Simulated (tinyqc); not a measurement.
Vertical double-diffused power MOSFET, components of the on-resistance: one step of the calculation.

Stripe cells of pitch Wp + a, two channels a cell. Current flows through the channels, spreads in the accumulation layer, passes the gap between the p bodies and spreads at 45 degrees into the drift layer below them. Low drain voltage, full ionisation.

Task. Drift layer. Triangular field at breakdown with Ec = Kc N^(1/8): BV = eps0 eps_r Ec^2/(2 q N), so N = (eps0 eps_r Kc^2/(2 q BV))^(4/3); W = 2 BV/Ec; mu = mud (T/300 K)^(-bt); rho = 1/(q mu N); ideal resistance rho W.

Parameters, values chosen for the exercise; bulk values close to those of gallium nitride: temperature T = 400 K; relative permittivity eps_r = 9.4; critical-field constant Kc = 25600 V/cm per (cm^-3)^(1/8); rated breakdown voltage of the drift layer BV = 900 V; drift mobility at 300 K mud = 867 cm^2/(V s); temperature exponent of the drift mobility bt = 2.4.

Constants: q = 1.602176634e-19 C, eps0 = 8.8541878128e-14 F/cm where lengths are in cm. Results are converted to the units shown.

Find: drift doping N; Ec; drift thickness W; electron mobility mu at T; drift resistivity rho; ideal resistance.

Result.

drift doping N = 2.339e16 cm^-3
Ec = 2.847 MV/cm
drift thickness W = 6.323 um
electron mobility mu at T = 434.7 cm^2/(V s)
drift resistivity rho = 0.6139 ohm cm
ideal resistance = 0.3881 mohm cm^2

Computed by the program tinyqc: `OMP_NUM_THREADS=1 python tinyqc.py 2230134 2230135 out.jsonl`, one thread of a shared Intel Xeon 2.30GHz, about 0.01 s for the whole run.
